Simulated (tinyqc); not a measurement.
Comparisons within one model: free-carrier optics of a doped semiconductor (Drude model with one polar phonon). A value that a table varies takes the place of the one given here.

eps(E) = ei [1 - Ep^2/(E^2 + i E Gam)] + (es - ei) wT^2/(wT^2 - E^2 - i E gT), with Ep^2 = 8 pi c (e^2/(4 pi eps0)) N/(m ei), c = hbar^2/2m0, N in 1/angstrom^3 (1e-24 per 1/cm^3); Gam = hbar/tau, tau = mu m m0/e with m0/e = 5.685630e-12 kg/C and mu in m^2/(V s). Energies in meV.

n + i k = sqrt(eps1 + i eps2) with k >= 0; R = ((n - 1)^2 + k^2)/((n + 1)^2 + k^2) at normal incidence from vacuum; alpha = 2 E k/(hbar c), times 1e8 for 1/cm; loss function Im(-1/eps) = eps2/(eps1^2 + eps2^2).

Constants: hbar^2/2m0 = 3.80998211 eV angstrom^2; e^2/(4 pi eps0) = 14.39964547 eV angstrom; hbar = 6.58211957e-16 eV s; hbar c = 1973.269805 eV angstrom.

Values chosen for the exercise (mass and dielectric values near those of GaN; N and mu are free inputs; interband absorption and the rise of the mass with filling are left out; the results hold for these values, not for the real material): m = 0.198 m0 (conductivity mass); ei = 5.27 (high-frequency dielectric constant); wT = 69.7 meV (TO phonon); es = 9.46 (static dielectric constant); N = 3e+19 1/cm^3 (carrier density); mu = 50 cm^2/(V s) (mobility); gT = 0.3 meV (phonon damping); E = 460.7 meV (photon energy).

## The coupled modes against doping

L-, L+ solve E^4 - (wL^2 + Ep^2) E^2 + Ep^2 wT^2 = 0, wL = wT sqrt(es/ei); damping left out; energies in meV.

Modes:
```
N (1/cm^3),Ep,L-,L+,Ep sqrt(ei/es)
2.0e+17,16.26,12.05,94.02,12.13
7.0e+17,30.41,22.16,95.68,22.70
2.0e+18,51.41,35.67,100.45,38.37
4.0e+18,72.70,46.58,108.80,54.26
7.0e+18,96.18,54.79,122.35,71.78
1.0e+19,114.95,58.98,135.85,85.80
3.0e+19,199.10,66.17,209.72,148.61
7.0e+19,304.14,68.22,310.75,227.00
2.0e+20,514.08,69.19,517.90,383.70
```

wL = 93.38 meV

What can be read from the table?

At low density L- follows Ep sqrt(ei/es) (12.05 against 12.13), a plasmon screened by the lattice, and L+ starts at wL. At the highest density L- has come within 0.51 meV of wT, since the carriers screen the field that lifts wL, and L+ is within 3.81 meV of Ep. The branches are closest, 62.22 meV, at 4e+18 1/cm^3 of those listed. The mass is held fixed, while in a real band it rises with filling.

## Reflectance across the plasma edge

Spectrum:
```
E (meV),eps1,eps2,R,alpha (1/cm)
19.9,-5.02,87.26,0.746,1.37e+04
59.7,8.88,23.96,0.524,1.75e+04
99.6,-7.61,10.42,0.621,3.23e+04
139.4,-2.44,5.30,0.448,2.87e+04
169.2,-0.52,3.41,0.296,2.42e+04
199.1,0.77,2.30,0.151,1.84e+04
219.0,1.41,1.81,0.095,1.48e+04
248.9,2.15,1.30,0.070,1.07e+04
298.7,3.00,0.80,0.080,6.89e+03
398.2,3.92,0.36,0.109,3.63e+03
597.3,4.65,0.11,0.134,1.55e+03
995.5,5.04,0.02,0.147,549
```

How do the results move?

Ep = 199.1 meV and Gam = 116.9 meV. R is 0.746 at the lowest energy and lowest, 0.070, at 248.9 meV of those listed; without damping and phonon it would vanish at Ep sqrt(ei/(ei - 1)) = 221.2 meV. At the highest energy R is 0.147, against 0.155 for ei alone. Between the last two rows alpha goes as E^-2.03, where the Drude limit far above Ep and Gam is E^-2. Inside the metallic range the phonon cuts a dip in R near L-, below wT = 69.7 meV, which the rows may miss.

## Free-carrier absorption and index change in the near infrared

At the wavelengths listed E = hc/lambda (hc = 1239.841984 eV nm). Approximate forms: alpha = ei Ep^2 Gam/(E^2 sqrt(ei) hbar c) and dn = -sqrt(ei) Ep^2/(2 E^2). The phonon term is left out here.

Free carriers:
```
lambda (micrometre),E (meV),alpha (1/cm),"alpha, approximate",dn,"dn, approximate"
1.31,946.4,606,602,-0.0506,-0.0508
1.55,799.9,851,843,-0.0707,-0.0711
2.00,619.9,1.43e+03,1.40e+03,-0.117,-0.118
3.00,413.3,3.30e+03,3.16e+03,-0.260,-0.266
5.00,248.0,1.01e+04,8.77e+03,-0.667,-0.740
8.00,155.0,2.35e+04,2.25e+04,-0.896,-1.89
10.60,117.0,2.70e+04,3.94e+04,-0.618,-3.33
```

What can be read from the table?

At 1.55 micrometre alpha = 851 1/cm and dn = -0.0707; a phase shift of pi needs a length lambda/(2 |dn|) = 11 micrometre, over which the loss is 4.05 dB. The approximate alpha is within 5 % up to 8 micrometre of the wavelengths listed; it needs photon energies well above both Ep and Gam, which lie at 6.2 and 10.6 micrometre. Interband and intervalley absorption are left out.

## What moves the optical constants

At the energy E. Each row changes one parameter from the base and keeps the others.

Results:
```
case,Ep (meV),Gam (meV),R,alpha (1/cm)
base,199.10,116.94,0.1205,2.66e+03
N = 4.5e+19 1/cm^3,243.85,116.94,0.1042,4.22e+03
m = 0.2376 m0,181.76,97.45,0.1253,1.85e+03
mu = 30 cm^2/(V s),199.10,194.90,0.1242,3.96e+03
ei = 5.53,194.37,116.94,0.1299,2.58e+03
E = 552.8 meV,199.10,116.94,0.1308,1.82e+03
```

What does this show?

The largest shifts from the base row, up to three for each result and ties (the steps differ in size, so this ranks the rows, not the parameters). Ep (meV): N +44.75, m -17.35, ei -4.74; unchanged at the printed digits by mu and E. Gam (meV): mu +77.96, m -19.49; unchanged at the printed digits by N, ei and E. R: N -0.0164, E +0.0103, ei +0.0094. alpha (1/cm): N +1.56e+03, mu +1.30e+03, E -840.

tinyqc: `OMP_NUM_THREADS=1 python tinyqc.py 1682589 1682590 out.jsonl`; about 0.01 s, one thread, shared Intel(R) Xeon(R) Processor @ 2.30GHz.
